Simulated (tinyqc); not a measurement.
MOS capacitor with interface traps: C-V stretch-out, conductance peak and subthreshold swing: one step, computed by the program tinyqc.

Energies at the interface are counted from the valence band. psi > 0 means bending towards depletion, so the surface potential is -psi. Boltzmann statistics, full ionisation, no quantum confinement. Traps are neutral when filled up to E_n, with a sharp (zero-temperature) occupation.

Task: Charges at the given band bending. With u = psi/k_B T and r = (n_i/N)^2: F = sqrt(exp(-u) + u - 1 + r (exp(u) - u - 1)); Q_s = +sign(u) sqrt(2) eps_s eps_0 (k_B T/e) F/L_D; C_s = (eps_s eps_0/(sqrt(2) L_D)) |1 - exp(-u) + r (exp(u) - 1)|/F; at high frequency, below strong inversion, the terms in r are dropped. D(E) = D_0. E_F at the interface is E_s = E_F - psi; Q_it = -e int from E_n to E_s of D(E) dE; C_it = e D(E_s) (per volt); V_G = phi_ms - psi - (Q_s + Q_it + e N_f)/C_ox.

Inputs (values chosen for the exercise, modelled on silicon, with an insulator like Al2O3):
```
quantity                               value         unit
gap E_g                                 1.15           eV
dielectric constant eps_s               11.6            -
doping N                               1e+16        cm^-3
work-function difference phi_ms        -0.69            V
fixed charge N_f                    -1.2e+11        cm^-2
trap density D_0                     3.4e+12  cm^-2 eV^-1
neutrality level E_n                   0.756           eV
band bending towards depletion psi      0.51            V
temperature T                            200            K
```

Substrate: n-type. Trap spectrum: flat.

k_B T = 0.01723467 eV

n_i = 39094.56 cm^-3

Debye length L_D = 33.23913 nm

bulk E_F = 1.023432 eV

C_ox = 2.029823 microF/cm^2

Constants: eps_0 = 8.8541878128e-12 F/m; e = 1.602176634e-19 C.

Give: E_s; Q_s; C_s; C_s at high frequency; D(E_s); Q_it; C_it; gate voltage V_G.

Result:

E_s = 0.5134 eV

Q_s = 0.04027 microC/cm^2

C_s = 0.04086 microF/cm^2

C_s at high frequency = 0.04086 microF/cm^2

D(E_s) = 3.40e+12 cm^-2 eV^-1

Q_it = 0.1321 microC/cm^2

C_it = 0.5447 microF/cm^2

gate voltage V_G = -1.275 V

The traps hold positive charge because E_s lies below E_n. Caution: traps deeper than about 24 k_B T and minority carriers reach equilibrium slowly or not at all, so the charges here are limits for very slow sweeps.
